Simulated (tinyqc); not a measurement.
Against thickness at fixed field: leakage through a gate insulator: direct, Fowler-Nordheim, trap-assisted and Poole-Frenkel currents. Computed by tinyqc, a small Python program. Command: `OMP_NUM_THREADS=1 python tinyqc.py 3031366 3031367 out.jsonl oxideleak walk`. One thread of a shared host (Intel(R) Xeon(R) Processor @ 2.30GHz), about 0.01 s of CPU time with the checks.

Electrons enter from the cathode Fermi level at x = 0; the conduction band of the insulator lies phi_b - e F x above it, F = V/t. WKB exponents use a parabolic band with mass m.

Inputs (values chosen for the exercise, with an insulator like Si3N4):
```
quantity                          value   unit
thickness t                         2.3     nm
barrier phi_b                      2.15     eV
tunnelling mass m                  0.43    m_0
static constant eps_ox             7.05      -
voltage across the insulator V      1.5      V
trap depth phi_t                    1.3     eV
trap density N_t                1.4e+19  cm^-3
attempt rate nu_0                 3e+12    1/s
activation of capture E_a           0.2     eV
temperature T                       450      K
```

Constants: hbar^2/(2 m_0) = 3.80998212 eV angstrom^2; e = 1.602176634e-19 C; hbar = 1.054571817e-34 J s; k_B = 8.617333262e-05 eV/K.

Method:
- For a level a distance phi(x) below the band, the WKB exponent is 2 int kappa dx with kappa = sqrt(m phi/(hbar^2/2m_0)); for a linear barrier from phi_1 down to phi_2 = max(phi_1 - e F d, 0) it is G = (4/3) sqrt(m/(hbar^2/2m_0)) (phi_1^(3/2) - phi_2^(3/2))/(e F).
- J_tun = e^3 F^2/(16 pi^2 hbar m phi_b) x exp(-G) / [1 - sqrt(phi_2/phi_b)]^2 with the free-electron mass in the cathode (m in m_0), phi_2 = max(phi_b - e V, 0): direct tunnelling for e V < phi_b, Fowler-Nordheim above. Image forces, back-flow and the limit on supply are left out, so J_tun is overstated below about 0.5 V.
- Equivalent oxide thickness = 3.9 t/eps_ox.
- A trap at depth x lies phi_t below the band. Capture: tunnel at the cathode Fermi level from 0 to x (G_in from phi_1 = phi_b), rate nu_0 exp(-G_in - E_c/k_B T) with E_c = E_a + max(phi_b - phi_t - e F x, 0), the last term being the height of the trap above the cathode Fermi level. Emission: tunnel from the trap level to the anode (G_out from phi_1 = phi_t over t - x), rate nu_0 exp(-G_out - E_a/k_B T). Re-emission to the cathode follows from detailed balance, rate_back = rate_in exp(dE/k_B T) with dE = phi_b - phi_t - e F x. Each trap passes R = rate_in rate_out/(rate_in + rate_back + rate_out) electrons per second; filling from the anode is left out.
- J_TAT = e N_t int_0^t R dx by the midpoint rule on 400 intervals; the most effective depth is the midpoint with the largest R, rounded to 0.01 nm.

field F = 6.52174 MV/cm

Currents:
```
t (nm)   V (V)  J_tun (A/cm^2)  J_TAT (A/cm^2)
1.2     0.7826      4.0164e+04       0.0017984
1.6     1.0435      1.0395e+03       0.0092670
2.2     1.4348      9.9608e+00       0.0096757
3.0     1.9565      1.0253e-01       0.0077933
4.0     2.6087      2.8005e-02       0.0070752
5.5     3.5870      2.8005e-02       0.0070759
7.5     4.8913      2.8005e-02       0.0070878
10.0    6.5217      2.8005e-02       0.0070784
```

What does the comparison show, and why?

Between the first rows J_tun falls by 3.97 decades per nm. From t = phi_b/(e F) = 3.30 nm it stops changing, since a triangular barrier does not feel the thickness. J_TAT stays below J_tun at all these thicknesses.

Extremes, crossings and ranges named in words are read from the listed rows.
